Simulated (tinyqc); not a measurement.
Against doping: dopants and charged point defects at anneal temperature: Fermi-level effect, clustering and pairing. Computed by tinyqc, a small Python program. Command: `OMP_NUM_THREADS=1 python tinyqc.py 3011094 3011095 out.jsonl pairing walk`. One thread of a shared host (Intel(R) Xeon(R) Processor @ 2.30GHz), about 0.02 s of CPU time with the checks.

Boltzmann statistics and full ionisation of active dopants. Energies are counted from the valence band; the defect (a vacancy or self-interstitial) has five charge states, with all degeneracy factors one.

Inputs (values chosen for the exercise, with bands modelled on germanium):
```
quantity                                         value   unit
gap at 0 K E_g0                                  0.757     eV
Varshni alpha                                 0.000492   eV/K
Varshni beta                                       227      K
electron mass m_e                                0.212    m_0
valleys M_c                                          4      -
hole mass m_h                                    0.331    m_0
anneal temperature T                               830      K
total dopant density N                         2.5e+20  cm^-3
formation enthalpy of the neutral defect H_f      2.19     eV
formation entropy S_f                              8.3    k_B
site density N_s                               3.3e+22  cm^-3
dopant atoms per cluster k                           3      -
cluster binding energy E_b                        1.16     eV
```

Dopant: donor. Second part: clustering of the dopant.

defect levels as fractions of E_g(T): (2+/+), (+/0), (0/-), (-/2-): 0.13  0.25  0.6  0.77

Constants: m_0 = 9.1093837015e-31 kg; k_B = 1.380649e-23 J/K; h = 6.62607015e-34 J s; k_B = 8.617333262e-05 eV/K.

Method:
- E_g = E_g0 - alpha T^2/(T + beta).
- N_c = 2 M_c (2 pi m_e k_B T/h^2)^(3/2) and N_v = 2 (2 pi m_h k_B T/h^2)^(3/2), masses in units of m_0.
- n_i = sqrt(N_c N_v) exp(-E_g/2 k_B T); E_i = E_g/2 + (k_B T/2) ln(N_v/N_c).
- n = A/2 + sqrt(A^2/4 + n_i^2) for an active density A.
- k ionised dopants and k carriers form one neutral cluster: C = N_s (A/N_s)^k (n/N_b)^k exp(E_b/k_B T), N_b the effective density of states of the majority band, and N = A + k C (60 bisections in ln A between ln N - 90 and ln N).
- chi = n/n_i (for acceptors n_i/p); E_F = E_i + k_B T ln chi; field enhancement h = 1 + A/sqrt(A^2 + 4 n_i^2).
- C_0 = N_s exp(S_f/k_B) exp(-H_f/k_B T). Ratios to the neutral state at E_F = E_i: r_+ = exp((E(+/0) - E_i)/k_B T), r_2+ = r_+ exp((E(2+/+) - E_i)/k_B T), r_- = exp((E_i - E(0/-))/k_B T), r_2- = r_- exp((E_i - E(-/2-))/k_B T); at other E_F state q scales as chi^(-q). The enhancement is sum r_q chi^(-q)/sum r_q. The charge on the defects is left out of neutrality.
- chi = n/n_i; h = 1 + A/sqrt(A^2 + 4 n_i^2); the dopant diffusivity over its intrinsic value is D/D_i = enhancement x h x A/N, if every charge state carries the dopant equally well.

E_g = 0.436339 eV

k_B T = 0.0715239 eV

n_i = 1.49084e+18 cm^-3

E_i = 0.192493 eV

effective density of states N_b of the majority band = 4.50890e+19 cm^-3

neutral defects C_0 = 6.69006e+12 cm^-3

Charge states:
```
state  ratio r  intrinsic (cm^-3)  doped (cm^-3)
2+     0.04668        3.12311e+11    7.93743e+08
+      0.31156        2.08438e+12    1.05081e+11
0      1.00000        6.69006e+12    6.69006e+12
-      0.37944        2.53848e+12    5.03532e+13
2-     0.05104        3.41435e+11    1.34343e+14
```

Trend at the anneal temperature:
```
N (cm^-3)  active A (cm^-3)     chi  defect enhancement  mean charge   D/D_i
4.50e+16         4.5000e+16   1.015               1.001      -0.0519  1.0158
1.40e+17         1.4000e+17   1.048               1.003      -0.0711  1.0497
4.60e+17         4.6000e+17   1.166               1.014      -0.1353  1.1684
1.50e+18         1.5000e+18   1.622               1.096      -0.3352  1.5880
4.70e+18         4.6954e+18   3.440               1.679      -0.8039  3.0939
1.50e+19         1.3186e+19   8.957               4.768      -1.3545  8.2793
4.90e+19         2.0899e+19  14.089               9.224      -1.5507  7.8287
1.60e+20         2.7104e+19  18.235              13.924      -1.6398  4.7033
5.00e+20         3.3431e+19  22.469              19.738      -1.7007  2.6342
```

Well below n_i = 1.49e18 cm^-3 chi and the enhancement are near 1. At any doping d ln(enhancement)/d ln chi equals minus the mean charge, which goes from -0.05 to -1.70 over the rows. Clustering bends A over: its exponent in N falls to 0.18, towards 1/(2k) = 0.167, and D/D_i peaks at N = 1.5e19 cm^-3.

Extremes, crossings and ranges named in words are read from the listed rows.
